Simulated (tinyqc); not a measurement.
Binding against well width: donor or exciton in a quantum well (variational effective-mass method). Computed by tinyqc, a small Python program. Command: `OMP_NUM_THREADS=1 python tinyqc.py 3001053 3001054 out.jsonl welldonor walk`. One thread of a shared host (Intel(R) Xeon(R) Processor @ 2.30GHz), about 0.04 s of CPU time with the checks.

H = -nabla^2 - 2/|r - r_i| + V(z) in effective units; trial function psi = f(z) exp(-|r - r_i|/lambda), f the ground state of the well. Mass and screening are the same in well and barrier; l = L/a* is the width in effective units. Bands are flat: no polarisation or applied field.

Inputs (values chosen for the exercise, modelled on CdTe): electron mass m = 0.0965 m_0; dielectric constant eps = 10; well width L = 7.6 nm; donor position z_i/L from the centre = 0.

Centre: donor. Barriers: infinite.

Constants: Ry = 13.605693123 eV; a_0 = 0.529177210903 angstrom; hbar^2/(2 m_0) = 3.80998212 eV angstrom^2.

Method:
- Ry* = Ry m/eps^2, a* = a_0 eps/m; l = L/a*.
- k = pi/l; f = cos(k z) inside and zero outside; subband energy k^2 Ry*.
- Binding E_b(lambda) = -1/lambda^2 + 4 A/(lambda B), with A = int f^2 exp(-2 s/lambda) dz, B = int f^2 exp(-2 s/lambda)(1 + 2 s/lambda) dz and s = |z - z_i|; 40 Gauss-Legendre points on each piece between the walls at z = -l/2 and l/2 and z_i.
- Each row maximises over lambda (golden section, 0.3 to 4).

a* = 5.48370 nm

Ry* = 13.1295 meV

Against width:
```
L (nm)  lambda (a*)  binding (Ry*)  binding (meV)
0.61         0.5583         3.5662         46.823
1.10         0.5970         3.3118         43.482
2.30         0.6736         2.8741         37.735
4.20         0.7636         2.4475         32.134
7.60         0.8734         2.0167         26.478
14.00        0.9887         1.6160         21.218
24.00        1.0547         1.3363         17.545
```

What follows from these numbers?

The binding is largest in the narrowest well, 3.566 Ry* at 0.61 nm, on the way to 4. In the widest well it is 1.336 Ry*. In the narrow rows the confinement energy passes real barrier heights: infinite walls and a parabolic band fail, and with real barriers the binding peaks and falls.

Extremes, crossings and ranges named in words are read from the listed rows.
